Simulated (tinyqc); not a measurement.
## Metal-interlayer-semiconductor contact, depinning against tunnelling resistance: contact resistivity against the donor density

Zero bias, n-type semiconductor. Gap states at the semiconductor surface thin out as exp(-be ti), which unpins the barrier; electrons must then cross the interlayer (a rectangular barrier, no voltage drop across it) and the parabolic depleted layer, both by WKB. Energies E are counted from the Fermi level; no image force, parabolic bands.

S = 1/(1 + (1/S0 - 1) exp(-be ti)); phiB = S (phiM - chi) + (1 - S)(Eg - E0); xi = Ec - EF deep inside, from Nd = Nc F(-xi/Vt), F(x) = (2/sqrt(pi)) int_0^infinity sqrt(u) du/(1 + exp(u - x)); band bending U = phiB - xi; E00 = (hbar/2) sqrt(Nd/(eps0 eps_r mt m0)) in volts; A = 4 pi q mA m0 kB^2/h^3. With U = phiB - xi: for xi < E < phiB, y = (E - xi)/U and G1 = (U/E00) [sqrt(1 - y) - y ln((1 + sqrt(1 - y))/sqrt(y))], G1 = 0 above phiB; G2 = 2 ti sqrt(mi max(phiB + dE - E, 0)/C), C = hbar^2/(2 m0); f = 1/(1 + exp(E/Vt)); 1/rho_c = (A T^2/Vt^2) times the integral of exp(-G1 - G2) f over E from xi upwards. Shares under 0.001 % are printed as 0; rows without band bending are left out.

Inputs (values chosen for the exercise); semiconductor values close to those of 4H silicon carbide; interlayer mass of the order of that in hafnium oxide, offset chosen freely:
- T = 300 K (temperature)
- Eg = 3.17 eV (band gap)
- eps_r = 9.47 (relative permittivity)
- chi = 3.64 eV (electron affinity)
- Nc = 1.7e19 cm^-3 (conduction-band density of states at T)
- mt = 0.204 m0 (tunnelling mass in the semiconductor)
- mA = 0.358 m0 (Richardson mass)
- E0 = 1.9 eV (charge-neutrality level above the valence band)
- S0 = 0.66 (pinning factor without interlayer)
- phiM = 3.57 eV (metal work function)
- ti = 0.5 nm (interlayer thickness)
- dE = 1.58 eV (conduction-band offset of the interlayer above the semiconductor)
- mi = 0.2 m0 (tunnelling mass in the interlayer)
- be = 2.3 1/nm (decay constant of gap states through the interlayer)

Constants: q = 1.602176634e-19 C, kB = 1.380649e-23 J/K, eps0 = 8.8541878128e-12 F/m, hbar = 1.054571817e-34 J s, h = 6.62607015e-34 J s, m0 = 9.1093837015e-31 kg, Vt = kB T/q, hbar^2/(2 m0) = 0.0380998212 eV nm^2. Results are converted to the units shown.

The same in every row: S = 0.860; phiB (eV) = 0.118.

Results:
```
Nd (cm^-3)  E00/Vt  rho_c (ohm cm^2)  rho_c with G2 = 0 (ohm cm^2)  peak of the integrand (eV)  share above phiB (%)
5.7e17       0.390           6.12e-6                       3.46e-7                       0.114                  54.8
1.4e18       0.611           3.86e-6                       2.16e-7                       0.103                  34.6
3.2e18       0.924           2.20e-6                       1.21e-7                      0.0807                  19.7
7.7e18        1.43           1.03e-6                       5.51e-8                      0.0472                  9.20
4.4e19        3.43           1.76e-7                       9.00e-9                    -0.00862                  1.58
1.1e20        5.42           7.38e-8                       3.65e-9                     -0.0304                 0.661
2.5e20        8.17           3.71e-8                       1.77e-9                     -0.0473                 0.332
6e20          12.7           1.96e-8                      8.87e-10                     -0.0627                 0.175
```

Estimate the missing row, Nd = 1.8e19 cm^-3.

Computed row:
```
Nd (cm^-3)  E00/Vt  rho_c (ohm cm^2)  rho_c with G2 = 0 (ohm cm^2)  peak of the integrand (eV)  share above phiB (%)
1.8e19        2.19           4.40e-7                       2.31e-8                      0.0171                  3.94
```

With this row back in the table: As Nd goes from 5.7e17 to 6e20, phiB stays at 0.118 eV and rho_c falls from 6.12e-6 to 1.96e-8 ohm cm^2. rho_c goes as Nd^(-0.51) between the first two rows and Nd^(-0.73) between the last two, while E00/Vt goes from 0.390 to 12.7 and the share above the barrier from 54.8 to 0.175 %. The ratio of rho_c to its value with G2 = 0 runs from 17.7 to 22.1.

tinyqc, about 0.02 s, one thread, Intel Xeon 2.30GHz (shared host): `OMP_NUM_THREADS=1 python tinyqc.py 2270044 2270045 out.jsonl`
